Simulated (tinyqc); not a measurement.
Worked calculation: eight-band Kane k.p model. Values are carried at full precision from step to step, so a last printed digit may differ when a step is redone from the rounded ones.

Constants: hbar^2/2m0 = 3.80998211 eV angstrom^2.

Parameters, chosen for this exercise (near those of InAs; the results hold for these values, not for the real material):
- Eg = 0.419 eV (gap at Gamma to the s-like level)
- Dso = 0.385 eV (spin-orbit splitting)
- Ep = 21 eV (Kane energy)
- me = 0.0265 m0 (electron mass at Gamma)
- g1 = 20.1 (Luttinger gamma1)
- g2 = 8.48 (gamma2)
- g3 = 9.25 (gamma3)
- k = (-0.011, 0.005, 0) 1/angstrom (wave vector)
- kmax = 0.08 1/angstrom (end of the path)

## Derived values

P = sqrt(Ep c); A = 1/me - Ep (Eg + 2 Dso/3)/(Eg (Eg + Dso)) keeps the electron mass; g1' = g1 - Ep/(3 Eg), g2' = g2 - Ep/(6 Eg), g3' = g3 - Ep/(6 Eg) remove the coupling to S that the Luttinger values already hold; L = -c (g1' + 4 g2'), M = -c (g1' - 2 g2'), N = -6 c g3'. c = hbar^2/2m0.

P = 8.9448 eV angstrom
A = -4.3835

g1', g2', g3': 3.3936  0.1268  0.8968

L, M, N (eV angstrom^2): -14.8615  -11.9633  -20.5002

The coupling to the valence bands supplies 42.12, against 1/me = 37.74; A makes up the difference. The diagonal term in A bends towards the gap, so the set should be tested for spurious states at large k.

## The Hamiltonian at one k

Eight-band Kane model, basis S, X, Y, Z times spin, zero of energy at the top of the unstrained valence band, c = hbar^2/2m0. Within each spin: H_SS = Eg + A c k^2, H_SX = i P kx (likewise Y, Z), H_XX = -Dso/3 + L kx^2 + M (ky^2 + kz^2), H_XY = N kx ky, and cyclic. Spin-orbit term (Dso/3) L.sigma on X, Y, Z with (L_k)_ij = -i epsilon_kij: <X+|H|Y+> = -i Dso/3, <X+|H|Z-> = Dso/3, <Y+|H|Z-> = -i Dso/3, <Z+|H|X-> = -Dso/3, <Z+|H|Y-> = i Dso/3, <X-|H|Y-> = i Dso/3, and their conjugates; + and - are the spin along z. Terms from inversion asymmetry are left out, so every level is twofold.

Fill in the matrix.

H(k) (eV), lower triangle (Hermitian):
```
          S+              X+       Y+        Z+        S-              X-
S+    0.4166
X+   0.0984i         -0.1304
Y+  -0.0447i  0.0011+0.1283i  -0.1302
Z+         0               0        0   -0.1301
S-         0               0        0         0    0.4166
X-         0               0        0   -0.1283   0.0984i         -0.1304
Y-         0               0        0  -0.1283i  -0.0447i  0.0011-0.1283i
Z-         0          0.1283  0.1283i         0         0               0

         Y-       Z-
Y-  -0.1302
Z-        0  -0.1301
```

## Levels and orbital character

Diagonalise H; the levels come in pairs. The weights are summed over spin and averaged over each pair.

levels, each twofold (eV): -0.3919  -0.0198  -0.0014  0.4389

weights:
```
   pair 1  pair 2  pair 3  pair 4
S   0.006   0.037   0.000   0.956
X   0.344   0.526   0.095   0.034
Y   0.327   0.252   0.412   0.008
Z   0.323   0.184   0.492   0.001
```

The conduction pair has 4.4 % valence character at this k; the valence pair with most S character is pair 2 (3.7 %).

## Bands along [110] and [100]

The same diagonalisation at six points |k| = 0, kmax/5, ..., kmax along each direction.

Levels (eV):
```
direction  |k| (1/angstrom)   pair 1   pair 2   pair 3  pair 4
[110]                 0.000  -0.3850   0.0000   0.0000  0.4190
[110]                 0.016  -0.3972  -0.0337  -0.0019  0.4526
[110]                 0.032  -0.4389  -0.1061  -0.0076  0.5297
[110]                 0.048  -0.5209  -0.1769  -0.0169  0.6209
[110]                 0.064  -0.6461  -0.2304  -0.0295  0.7127
[110]                 0.080  -0.8045  -0.2714  -0.0451  0.7999
[100]                 0.000  -0.3850   0.0000   0.0000  0.4190
[100]                 0.016  -0.3971  -0.0328  -0.0031  0.4527
[100]                 0.032  -0.4371  -0.1047  -0.0123  0.5312
[100]                 0.048  -0.5129  -0.1790  -0.0276  0.6256
[100]                 0.064  -0.6270  -0.2403  -0.0490  0.7229
[100]                 0.080  -0.7713  -0.2911  -0.0766  0.8178
```

At kmax the conduction band lies 17.9 meV and the top valence band 31.5 meV apart between the two directions. k.p holds near Gamma; the zone edge lies near 1 1/angstrom.

## Masses at Gamma

m*/m0 = c h^2/(E(h) - E(0)) with |k| = h = 0.0001 1/angstrom; negative values are hole-like.

Masses (m0):
```
direction  pair 1  pair 2  pair 3  pair 4
[110]      -0.083  -0.026  -0.507   0.027
[100]      -0.083  -0.027  -0.318   0.027
```

Without strain the limits are known: me for pair 4, -1/(g1 -/+ 2 g2) for the heavy and light holes along [100], -1/(g1 -/+ 2 g3) along [111], and -1/(g1 - Ep Dso/(3 Eg (Eg + Dso))) = -0.083 for the split-off band.

## Checks

- Electron mass of the unstrained model by finite differences against the input me: both 0.02650.
- Heavy-hole mass along [100] against 1/(g1 - 2 g2): both 0.3185.
- Light-hole mass along [100] against 1/(g1 + 2 g2): both 0.02698.

Computed by tinyqc, a small Python program: `OMP_NUM_THREADS=1 python tinyqc.py 1080216 1080217 out.jsonl` (the numbers bound the seed that draws the inputs); one thread of a shared host (Intel(R) Xeon(R) Processor @ 2.30GHz), about 0.02 s for the whole set of steps.
